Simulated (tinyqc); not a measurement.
Comparisons within one model: inter-valley coupling by envelope functions against a chain of atomic planes. A value that a table varies takes the place of the one given here.

Chain: E(phi) = e0 + 2 v cos(phi) + 2 u cos(2 phi), cos(phi0) = -v/(4u), e0 = 2u + v^2/(4u); plane j = 0, 1, ... has the potential V_j = dE x_j + F (j - 30) a/4 (1 MV/m = 1e-4 V/angstrom). There are 30 barrier planes a side; with y = j - 29.5, x_j = xb (f(y) + f(Nw - y)), f(y) = 1/(1 + exp(y/L)), plus any Ge added in the well. The valley splitting is the spacing of the two lowest levels. Envelope theory: F_j solves a one-valley chain with hopping -b and diagonal 2b + V_j, b = 4u sin^2(phi0), sum F_j^2 = 1; the valleys couple by Dv = sum_j F_j^2 V_j exp(-2 i phi0 j) and split by 2|Dv|.

Parameters, chosen for this exercise (near those of the Delta valleys of silicon in a SiGe well; not measured data):
- a = 5.431 angstrom (lattice constant; planes lie a/4 apart)
- u = 0.619 eV (second-neighbour hopping)
- v = 0.698 eV (nearest hopping)
- Nw = 45 (planes in the well)
- L = 0.75 planes (interface width)
- xb = 0.3 (Ge fraction of the barriers)
- dE = 0.57 eV (offset per unit Ge fraction)
- F = 8 MV/m (field)
- xs = 0.11 (Ge fraction added on that plane)
- xw = 0.013 (mean Ge fraction of the wiggle)
- x0 = 7355 (start of the number sequence)
- na = 20000 (atoms a plane under the dot)
- js = 53 (plane j of a Ge spike (the well starts at j = 30))

## Position of the spike

The spike is moved through the well; position counted from the first well plane, j - 30.

Against position:
```
j - 30  F_j^2, smooth  mean of the doublet (meV)  splitting, chain (micro-eV)  envelope  first order
2             0.01479                      29.21                         1525      1491         1854
5             0.02798                      29.85                         2789      2734         3509
9             0.04198                      30.63                         4374      4320         5264
14            0.04626                      31.00                         5119      5081         5801
18            0.04008                      30.64                         4357      4334         5025
22            0.02981                      30.01                         3103      3077         3739
29            0.01300                      29.08                         1280      1259         1630
36            0.00374                      28.64                          389       383          470
43            0.00046                      28.48                           65        67           58
```

The splitting is largest at plane 14 among these rows (5119 micro-eV), and the smooth envelope peaks at plane 13, counting all planes; without a spike it is 24. Where the splitting exceeds 20 micro-eV the envelope theory lies within 2.2 % of the chain and first order within 27 %.

## A periodic Ge profile (wiggle well)

periods (planes): pi/phi0 1.69214, pi/(pi - phi0) 2.44479

Added fraction xw (1 - cos(2 pi (j - 30)/p)) on the well planes; p = f times the resonant period pi/(pi - phi0). At resonance the estimate is dE xw.

Against period:
```
f     p (planes)  mean of the doublet (meV)  splitting, chain (micro-eV)  envelope
0.90      2.2003                      35.64                          679       726
0.95      2.3225                      35.51                         3786      3925
0.98      2.3959                      35.66                         6548      6615
0.99      2.4203                      35.72                         7074      7080
1.00      2.4448                      35.74                         7277      7232
1.01      2.4692                      35.72                         7141      7067
1.02      2.4937                      35.68                         6705      6621
1.05      2.5670                      35.52                         4428      4328
1.10      2.6893                      35.58                         1356      1266
1.50      3.6672                      35.73                           56        52
3.00      7.3344                      35.76                           29        28
```

The splitting peaks at f = 1 with 7.28 meV, against the estimate dE xw = 7.41 meV, and is 0.90 and 0.92 of the value at f = 1 two per cent off to either side: the width of the resonance is set by the number of periods under the envelope. At f = 3 it is 29 micro-eV. The chain has one orbital a plane and knows only this resonance; longer periods that work through other bands are outside it.

## Random alloy fluctuations

A uniform fraction x is added on all planes. Each plane j then fluctuates by q sqrt(x_j (1 - x_j)/na) in Ge fraction, q = sqrt12 (z/2147483647 - 1/2) with z(new) = 16807 z mod 2147483647 from x0, restarted for each row; 24 samples. Theory: Dv is a complex Gaussian with sigma^2 = dE^2 sum F_j^4 x_j (1 - x_j)/na, and the mean splitting is sqrt(pi) sigma if the smooth part is negligible.

Splitting (micro-eV):
```
x     sigma  sqrt(pi) sigma  mean of 24  least  largest
0.00   17.6            31.3        41.3    8.8     74.5
0.01   75.5           133.8       152.9   33.9    304.7
0.02  104.7           185.7       211.6   52.2    440.9
0.05  161.7           286.6       326.3   87.1    703.7
0.10  221.9           393.4       447.7  123.5    980.0
```

Without added Ge the disorder sits in the barriers, where the state is small: mean 41.3 micro-eV, against 24 for the smooth well. With 5 % Ge in the well the mean is 326, theory 287, with a statistical error of about 11 % for 24 samples; the miss is +14 %, and since every row reuses one sequence the rows with added Ge miss alike. The spread grows with the mean: at 5 % the samples run from 87 to 704, so small splittings remain possible. sigma falls as 1/sqrt(na) for larger dots. A chain with one orbital a plane has no Bloch-function factor, which scales all these couplings down in fuller models.

## What each parameter does

Chain with the spike on plane js. Each row changes one parameter from the base and keeps the others.

Results:
```
case             level (meV)  splitting (micro-eV)
base                  29.846                2771.6
Nw = 51               29.696                2793.7
L = 1.25 planes       30.650                2948.5
xb = 0.35             30.285                2872.6
dE = 0.627 eV         30.235                3063.3
F = 10 MV/m           33.640                2376.6
js = 56               29.419                1950.3
xs = 0.143            30.167                3414.7
```

The largest shifts from the base row, up to three for each result and ties (the steps differ in size, so this ranks the rows, not the parameters). level (meV): F +3.794, L +0.804, xb +0.440. splitting (micro-eV): js -821.3, xs +643.1, F -395.0.

Program tinyqc; command `OMP_NUM_THREADS=1 python tinyqc.py 1450209 1450210 out.jsonl`; about 0.06 s on one thread of a shared Intel(R) Xeon(R) Processor @ 2.30GHz.
